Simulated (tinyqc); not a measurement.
# Channel mobility from two channel lengths

Inverse problem. Two power MOSFETs differ only in channel length: R_on = R_rest + Lc (Wp + a)/(2 mch Cox Vov), Cox = 3.9 eps0/tox. Find mch and R_rest.

Inputs (values chosen for the exercise): gate oxide thickness (eps_r 3.9) tox = 51 nm; gate overdrive Vov = 6 V; width of the p body in one cell, channels included Wp = 3 um; gap between neighbouring p bodies a = 2.6 um.

Constants: eps0 = 8.8541878128e-14 F/cm where lengths are in cm. Results are converted to the units shown.

R_on at Lc = 0.29 and 0.99 um (mohm cm^2): 1.8117926  4.1092230

Solution. R_on is a straight line in Lc; its slope gives mch and its intercept the rest.

mch = 21.0 cm^2/(V s)
R_rest = 0.860 mohm cm^2

Numbers from tinyqc (`OMP_NUM_THREADS=1 python tinyqc.py 2230005 2230006 out.jsonl`; about 0.01 s on one thread of a shared Intel Xeon 2.30GHz).
